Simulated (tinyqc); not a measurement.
# Stillinger-Weber potential for a tetrahedral semiconductor, step by step

A worked calculation. Computed by tinyqc, a small Python program that keeps every step. Command: `OMP_NUM_THREADS=1 python tinyqc.py 3015611 3015612 out.jsonl swsi walk`. One thread of a shared host (Intel(R) Xeon(R) Processor @ 2.30GHz), about 0.03 s of CPU time with the checks. Intermediate numbers are printed to about 7 digits and carried at full precision; extremes and crossings named in words are read from the listed rows.

With x = r/sigma: pair term eps A (B x^-4 - 1) exp(1/(x - a)); for each pair of neighbours j, k of atom i, three-body term eps lambda exp(gamma/(x_ij - a) + gamma/(x_ik - a)) (cos theta_jik + 1/3)^2; both vanish beyond x = a. A = 7.049556277, B = 0.6022245584, a = 1.8.

Inputs (values chosen for the exercise, modelled on silicon):
```
quantity                    value      unit
energy scale eps            2.158        eV
length scale sigma          2.114  angstrom
three-body strength lambda     20         -
gamma                         1.2         -
bond 1 of the trimer         2.37  angstrom
bond 2 of the trimer         2.46  angstrom
angle of the trimer theta     139   degrees
```

displacement of one atom (angstrom): -0.18  -0.095  -0.038

Constants: 1 eV/angstrom^3 = 160.2176634 GPa.

## A trimer

Atom 1 binds atoms 2 and 3 at the angle theta; the third side follows from the cosine rule. Sum the three pair terms and the three-body terms centred on each atom.

distance 2-3 = 4.524236 angstrom

pair terms (eV): 1-2 -2.157958, 1-3 -2.122302, 2-3 0.000000

three-body term at atom 1 = 0.1985094 eV

three-body terms at atoms 2 and 3 = 0 eV

energy of the trimer = -4.081751 eV

The cut-off is 3.805 angstrom, so atoms 2 and 3 do not interact directly.

## The diamond lattice

All angles are tetrahedral, so only the pair term acts; its minimum lies at x = 2^(1/6) with depth eps, and second neighbours lie beyond the cut-off. a0 = 4 d/sqrt3; E = -2 eps per atom.

bond length d = 2.372885 angstrom

lattice constant a0 = 5.479943 angstrom

energy per atom = -4.316 eV

## Elastic constants and internal strain

Second derivatives of the energy per atom, volume a0^3/8: e_xx gives C11, e_xx = -e_yy gives 2 (C11 - C12), e_xy = e_yx = h/2 gives the unrelaxed C44(0). Under that shear the second sublattice shifts by u_z; minimising over u_z gives C44 = C44(0) - E_hu^2/(E_uu V) and Kleinman's zeta = |E_hu/E_uu|/(a0/4). The optical force constant is k = 4 E_uu, with M omega^2 = k at the zone centre.

C11 = 144.3924 GPa

C12 = 75.19062 GPa

unrelaxed C44(0) = 105.9470 GPa

C44 = 52.70442 GPa

internal strain zeta = 0.6424075

optical force constant k = 35.30150 eV/angstrom^2

Internal relaxation lowers C44 by 50 %. zeta = 1 would keep all bond lengths equal under shear and 0 would move atoms with the lattice; the value here is 0.64. Caution: the original fit to silicon is too soft in shear (C44) and too stiff for the optical mode.

## One atom displaced in the eight-atom cell

Cubic cell of side a0 with periodic images; atoms 1 to 4 at (0,0,0), (0,1/2,1/2), (1/2,0,1/2), (1/2,1/2,0), atoms 5 to 8 shifted by (1/4,1/4,1/4). Atom 5 is moved by u. Forces are minus the gradient of the total energy.

bond lengths from atom 5 to atoms 1 to 4 (angstrom): 2.194502  2.354713  2.451626  2.514523

rise of the pair energy = 0.3083852 eV

three-body energy = 0.07648333 eV

forces (eV/angstrom):
```
                x          y          z
atom 5   3.174416   1.833087   1.127188
atom 1  -1.415381  -1.303682  -1.258030
atom 2  -0.425087  -0.025871   0.033741
atom 3  -0.597157   0.157542  -0.412461
atom 4  -0.833935  -0.714689   0.471632
```

Bond bending carries 20 % of the energy rise. The four neighbours take up a total force of 3.952 against 3.835 eV/angstrom on atom 5; the difference acts on atoms 6 to 8.

## Diamond against structures with more neighbours

Each structure is relaxed in its neighbour distance d (lowest minimum for d between sigma and 1.7 sigma), with all neighbours inside the cut-off, second shells too where they fall inside.

Energies per atom (eV):
```
structure     first neighbours  d (angstrom)       pair  three-body      total  volume (angstrom^3)
diamond                      4      2.372885  -4.316000    0.000000  -4.316000             20.57018
simple cubic                 6      2.625272  -5.681142    1.561768  -4.119373             18.09352
bcc                          8      2.825874  -6.528404    2.377366  -4.151038             17.37146
fcc                         12      2.948242  -6.511994    2.471204  -4.040790             18.12068
```

The order is diamond < bcc < simple cubic < fcc, the lowest two 0.165 eV apart. Against diamond the pair energy changes by -1.37 (simple cubic), -2.21 (bcc), -2.20 (fcc) eV, while angles away from 109.47 degrees cost 1.56, 2.38, 2.47 eV; the bonds stretch to 2.95 angstrom in fcc to weaken that penalty.

Checks made by the program: lattice sum at a0 (relative difference below 1e-10); B from the pair term alone, phi''(d)/(3 a0), against (C11 + 2 C12)/3 (relative difference 5e-07).
